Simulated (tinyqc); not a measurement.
# Minority-electron transport through the base of a bipolar transistor (Moll-Ross and Kroemer integrals), step by step

A worked calculation. Computed by tinyqc, a small Python program that keeps every step. Command: `OMP_NUM_THREADS=1 python tinyqc.py 3005163 3005164 out.jsonl base walk`. One thread of a shared host (Intel(R) Xeon(R) Processor @ 2.30GHz), about 0.01 s of CPU time with the checks. Intermediate numbers are printed to about 6 digits and carried at full precision; extremes and crossings named in words are read from the listed rows.

Low injection, one dimension, x from the emitter edge (0) to the collector edge (W), s = x/W. Recombination is treated as a small correction (valid for tau_B well below tau_n), computed from the stored charge.

Inputs (values chosen for the exercise, modelled on GaAs):

| quantity | value | unit |
|---|---|---|
| intrinsic density n_i at the emitter edge | 2e+06 | 1/cm^3 |
| base doping at the emitter edge N_0 | 5.3e+17 | 1/cm^3 |
| base width W | 490 | nm |
| mu_min | 1000 | cm^2/(V s) |
| mu_max | 7180 | cm^2/(V s) |
| N_ref | 1.3e+17 | 1/cm^3 |
| saturation velocity v_s | 1 | 1e7 cm/s |
| electron lifetime tau_n | 54 | ns |
| emitter Gummel number G_E | 8.4e+13 | s/cm^4 |
| base-emitter voltage V_BE | 0.83 | V |
| temperature T | 300 | K |
| doping ratio N_0/N(W) | 11 | - |

Base doping profile: Gaussian. Gap grading: none. Exit of the base: saturation velocity.

Constants: k_B = 8.617333262e-05 eV/K; e = 1.602176634e-19 C.

## Profile and built-in field

N(x) = N_0 (ratio)^(-s^2); n_i(x) = n_i; D(x) = (k_B T/e) mu, mu = mu_min + (mu_max - mu_min)/(1 + (N/N_ref)^0.7). Field that drives electrons towards the collector, averaged over the base: (k_B T/e) ln[N_0 n_i(W)^2/(N(W) n_i^2)]/W.

Across the base:

| s | N (1/cm^3) | n_i(x)^2/n_i^2 | D (cm^2/s) | y (s/cm^5) |
|---|---|---|---|---|
| 0.0 | 5.30000e+17 | 1 | 69.332 | 7.64436e+15 |
| 0.2 | 4.81526e+17 | 1 | 71.489 | 6.73565e+15 |
| 0.4 | 3.61121e+17 | 1 | 78.328 | 4.61038e+15 |
| 0.6 | 2.23550e+17 | 1 | 90.757 | 2.46316e+15 |
| 0.8 | 1.14231e+17 | 1 | 109.348 | 1.04466e+15 |
| 1.0 | 4.81818e+16 | 1 | 132.420 | 3.63855e+14 |

drift factor eta (potential drop in k_B T/e) = 2.39790

mean built-in field = 1.26511 kV/cm

## Collector current and transit time

With y(x) = N n_i^2/(D n_i(x)^2): base Gummel number G_B = int_0^W y dx + N(W) n_i^2/(v_s n_i(W)^2); J_C = e n_i^2 exp(e V_BE/k_B T)/G_B; n(x) = (J_C/e)(n_i(x)^2/(N n_i^2)) [int_x^W y dx + the same exit term]; transit time tau_B = (e/J_C) int n dx; trapezoid rule on 401 even points.

base Gummel number G_B = 1.89960e+11 s/cm^4

collector current density J_C = 2.96138e-04 A/cm^2

base transit time tau_B = 8.37966 ps

share of the exit term in G_B = 2.53642 %

mean velocity W/tau_B = 0.584749 1e7 cm/s

Plain diffusion with the D of the emitter edge would take W^2/(2D) = 17.3 ps, 2.07 times the result.

## Gain and speed

Emitter-limited gain beta_E = G_E/G_B; recombination-limited gain beta_R = tau_n/tau_B; 1/beta = 1/beta_E + 1/beta_R; f_T from the base alone = 1/(2 pi tau_B).

beta_E = 442.198

beta_R = 6444.17

current gain beta = 413.803

f_T from the base alone = 18.9930 GHz

The gain is limited mainly by hole injection into the emitter (94 % of the base current).

## What grading buys

N(x) = N_0 (ratio)^(-s^2); n_i(x)^2 = n_i^2 exp(s dE_g/k_B T); D(x) = (k_B T/e) mu, mu = mu_min + (mu_max - mu_min)/(1 + (N/N_ref)^0.7).

The same base with other gradings:

| dE_g (meV) | dE_g/k_B T | G_B (s/cm^4) | J_C gain | tau_B (ps) | speed gain |
|---|---|---|---|---|---|
| 0 | 0.0000 | 1.89960e+11 | 1.00000 | 8.37966 | 1.00000 |
| 25 | 0.9670 | 1.42217e+11 | 1.33571 | 6.84497 | 1.22421 |
| 50 | 1.9341 | 1.11457e+11 | 1.70434 | 5.75595 | 1.45583 |
| 75 | 2.9011 | 9.05464e+10 | 2.09793 | 4.95189 | 1.69222 |
| 100 | 3.8682 | 7.56671e+10 | 2.51047 | 4.33793 | 1.93172 |
| 150 | 5.8023 | 5.62697e+10 | 3.37588 | 3.46795 | 2.41632 |
| 200 | 7.7363 | 4.44121e+10 | 4.27722 | 2.88445 | 2.90511 |
| 300 | 11.6045 | 3.09397e+10 | 6.13969 | 2.15504 | 3.88840 |

At 100 meV J_C rises by a factor 2.51 and the transit is 1.93 times faster; at 300 meV the factors are 6.14 and 3.89. For a uniform base without exit term both tend to be linear in dE_g/k_B T, J_C as x/(1 - exp(-x)) and the speed as x/2. From 100 meV on the mean velocity W/tau_B exceeds v_s, so those speed gains are overstated.

Checks made by the program: Gummel integral against a 60-point Gauss rule (relative difference 2e-07).
